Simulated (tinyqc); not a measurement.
Slater-Koster s-d bands of a bcc metal: one step. The Hamiltonian at one k. Two cases, with inputs chosen for the exercise.

Question. Sum over the neighbours.

Slater-Koster d bands. For a bond with direction cosines (l, m, n) the 5 x 5 block is dds Ps + ddp Pp + ddd (1 - Ps - Pp), the projectors on sigma, pi and delta states about the bond; for instance <xy|xy> = 3 l^2 m^2 dds + (l^2 + m^2 - 4 l^2 m^2) ddp + (n^2 + l^2 m^2) ddd, <xy|yz> = 3 l m^2 n dds + l n (1 - 4 m^2) ddp + l n (m^2 - 1) ddd and <3z2-r2|3z2-r2> = (n^2 - (l^2 + m^2)/2)^2 dds + 3 n^2 (l^2 + m^2) ddp + (3/4)(l^2 + m^2)^2 ddd. H(k) sums the blocks times cos(k.R) over the neighbours; the d level is the zero of energy; k in 2 pi/a.

Neighbours: eight at (a/2)(1,1,1) and equivalents, and six at a(1,0,0) and equivalents with the integrals times f2.

An s orbital at Es couples to nearest neighbours alone: <s|s> = sss, <s|xy> = sqrt3 l m sds (cyclic), <s|x2-y2> = (sqrt3/2)(l^2 - m^2) sds, <s|3z2-r2> = (n^2 - (l^2 + m^2)/2) sds.

Give: H(k).

Case 1.

Values chosen (of the size met in W; not measured data):
- dds = -1.45 eV (dd sigma)
- ddp = 0.899 eV (dd pi)
- ddd = -0.072 eV (dd delta)
- f2 = 0.49 (factor on all three integrals for second neighbours)
- Es = 6.4 eV (s level)
- sss = -0.77 eV (ss sigma)
- sds = -0.86 eV (sd sigma)
- k = (0.69, 0.26, 0.32) 2 pi/a (wave vector)

Answer.

H(k) (eV):
```
              s       xy       yz       zx    x2-y2   3z2-r2
s        7.6700   1.2832  -1.3742   1.8988        0        0
xy       1.2832   0.1709   2.1692  -1.5699        0   0.9659
yz      -1.3742   2.1692   0.1160   1.4660  -0.8958   0.5172
zx       1.8988  -1.5699   1.4660  -0.1745  -1.2378  -0.7146
x2-y2         0        0  -0.8958  -1.2378  -0.4520  -0.1785
3z2-r2        0   0.9659   0.5172  -0.7146  -0.1785  -0.1680
```

Case 2.

Values chosen (of the size met in Mo; not measured data):
- dds = -1.215 eV (dd sigma)
- ddp = 0.778 eV (dd pi)
- ddd = -0.097 eV (dd delta)
- f2 = 0.487 (factor on all three integrals for second neighbours)
- Es = 6.4 eV (s level)
- sss = -1.19 eV (ss sigma)
- sds = -0.78 eV (sd sigma)
- k = (0.55, 0.34, 0.22) 2 pi/a (wave vector)

Answer.

H(k) (eV):
```
              s       xy       yz       zx    x2-y2   3z2-r2
s        6.9528   2.4026  -0.3148   1.0927        0        0
xy       2.4026  -1.0166   1.1401  -0.3285        0   1.7968
yz      -0.3148   1.1401  -0.0463   2.5069  -0.2039   0.1177
zx       1.0927  -0.3285   2.5069  -0.4002  -0.7077  -0.4086
x2-y2         0        0  -0.2039  -0.7077   1.1112  -0.1958
3z2-r2        0   1.7968   0.1177  -0.4086  -0.1958   0.0976
```

Computed by tinyqc, one run a case: `OMP_NUM_THREADS=1 python tinyqc.py N N+1 out.jsonl` with N = 1450640, 1450663; one thread of a shared Intel(R) Xeon(R) Processor @ 2.30GHz, about 0.03 s a run at most.
